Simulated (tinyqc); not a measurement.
What each parameter does: model-solid line-up of a strained alloy layer on a substrate.

All values of the alloy are linear in x but the gap, Eg(x) = (1 - x) Eg_A + x Eg_B - C x (1 - x), and the valence edge, Ev(x) = (1 - x) Ev_A + x Ev_B + fv C x (1 - x); Ec = Ev + Eg. Ev is the top of the unstrained valence band on a scale common to all materials. In the layer only the Gamma valley of the conduction band is followed, also where an X or L valley would lie lower.

Coherent growth on a (001) face: e_par = (a_s - a)/a, e_perp = -2 (C12/C11) e_par; exx = eyy = e_par, ezz = e_perp, no shear.

Strained edges: Ec + ac tr(e); the valence edges are Ev plus the levels of the 6 x 6 matrix of X, Y, Z times spin with -Dso/3 + l exx + m (eyy + ezz) on the diagonal (cyclic), n exy off it, l = av + 2 b, m = av - b, n = sqrt(3) d. Spin-orbit term (Dso/3) L.sigma on X, Y, Z with (L_k)_ij = -i epsilon_kij: <X+|H|Y+> = -i Dso/3, <X+|H|Z-> = Dso/3, <Y+|H|Z-> = -i Dso/3, <Z+|H|X-> = -Dso/3, <Z+|H|Y-> = i Dso/3, <X-|H|Y-> = i Dso/3, and their conjugates; + and - are the spin along z.

dEc = Ec(substrate) - Ec(layer), dEv = Ev(layer) - Ev(substrate); positive values confine the carrier in the layer. Type I: both of one sign; type II: opposite signs; type III: the gaps do not overlap.

Inputs chosen for the exercise (A near GaAs, B near GaSb, substrate near InP; the results hold for these values, not for the real material):

| symbol | value | unit | meaning |
|---|---|---|---|
| a | (5.647, 6.094) | angstrom | lattice constant of A, B |
| Eg | (1.519, 0.82) | eV | gap at Gamma to the s-like level of A, B |
| Dso | (0.34, 0.769) | eV | spin-orbit splitting of A, B |
| Ev | (-0.8, -0.03) | eV | top of the unstrained valence band of A, B |
| ac | (-7.25, -7.51) | eV | conduction deformation potential of A, B |
| av | (1.18, 0.79) | eV | valence hydrostatic potential of A, B |
| b | (-1.98, -1.99) | eV | tetragonal shear potential of A, B |
| d | (-4.84, -4.65) | eV | trigonal shear potential of A, B |
| C11 | (121.5, 87.5) | GPa | of A, B |
| C12 | (56.3, 40.1) | GPa | of A, B |
| C44 | (60, 43.1) | GPa | of A, B |
| C | 1.372 | eV | bowing of the gap |
| fv | 0.75 |  | share of the bowing taken by the valence edge |
| a_s | 5.861 | angstrom | substrate |
| Eg_s | 1.41 | eV | lowest gap of the substrate |
| Ev_s | -0.93 | eV | substrate valence edge |
| face | 001 |  | growth face |
| x | 0.37 |  | fraction of B |

Strained gap, valence splitting and offsets.

Results for these values:

| case | gap (eV) | splitting (meV) | dEc (eV) | dEv (eV) |
|---|---|---|---|---|
| base | 0.8294 | 67.6 | -0.1192 | 0.6998 |

What happens to each result for Ev_s = -0.88 eV, all else kept?

Answer: gap does not change at the printed digits; splitting does not change at the printed digits; dEc rises from -0.1192 to -0.0692; dEv falls from 0.6998 to 0.6498.

The same for each parameter in turn:

| case | gap (eV) | splitting (meV) | dEc (eV) | dEv (eV) |
|---|---|---|---|---|
| base | 0.8294 | 67.6 | -0.1192 | 0.6998 |
| x = 0.39 | 0.8300 | 54.5 | -0.1312 | 0.7112 |
| a_s = 5.841 angstrom | 0.8760 | 38.9 | -0.1464 | 0.6804 |
| C = 1.472 eV | 0.8061 | 67.6 | -0.1134 | 0.7173 |
| fv = 0.95 | 0.8294 | 67.6 | -0.1832 | 0.7638 |
| Ev_s = -0.88 eV | 0.8294 | 67.6 | -0.0692 | 0.6498 |
| Dso = (0.391, 0.884) eV | 0.8298 | 67.2 | -0.1192 | 0.6993 |
| b = (-2.277, -2.288) eV | 0.8234 | 78.4 | -0.1192 | 0.7058 |
| av = (1.357, 0.908) eV | 0.8280 | 67.6 | -0.1192 | 0.7012 |

tinyqc: `OMP_NUM_THREADS=1 python tinyqc.py 1081535 1081536 out.jsonl`; about 0.01 s, one thread, shared Intel(R) Xeon(R) Processor @ 2.30GHz.
